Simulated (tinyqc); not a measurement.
# From single traps to 1/f noise

13 half-filled traps with time constants tau_j = 1.4e-7 s times 10^(0.5 j), j = 0..12, each shift the threshold by a = 3.87 uV when filled and give the Lorentzian a^2 tau/(1 + (2 pi f tau)^2). For time constants spread evenly in ln tau the sum tends to a^2/(4 f ln(10^0.5)). slope = d ln S/d ln f.

Results:
```
f (Hz)  S (uV^2/Hz)  1/f limit (uV^2/Hz)      slope  j of the largest term
0.01          3.066                325.2  -1.093e-4                     12
0.1           3.050                32.52   -0.01082                     12
1             2.103                3.252    -0.5341                     12
30           0.1071               0.1084    -0.9835                      9
1000       0.003252             0.003252    -0.9973                      6
1e6        2.334e-6             3.252e-6     -1.351                      0
1e7        3.927e-8             3.252e-7     -1.982                      0
1e8       3.963e-10             3.252e-8     -2.000                      0
```

Estimate the missing row, f = 30000 Hz.

Computed row:
```
f (Hz)  S (uV^2/Hz)  1/f limit (uV^2/Hz)   slope  j of the largest term
30000      1.075e-4             1.084e-4  -1.006                      3
```

With this row back in the table: Below the slowest trap (1/(2 pi tau) = 1.1 Hz) the spectrum is flat, slope 0.00 in the first row; above the fastest (1.1e6 Hz) the slope tends to -2 (-2.00 in the last row). In between, at 30, 1000 and 30000 Hz, the slopes are -0.98, -1.00 and -1.01, and S is 0.010 % below the 1/f limit at 1000 Hz.

tinyqc, about 0.01 s, one thread, Intel Xeon 2.30GHz (shared host): `OMP_NUM_THREADS=1 python tinyqc.py 2150068 2150069 out.jsonl`
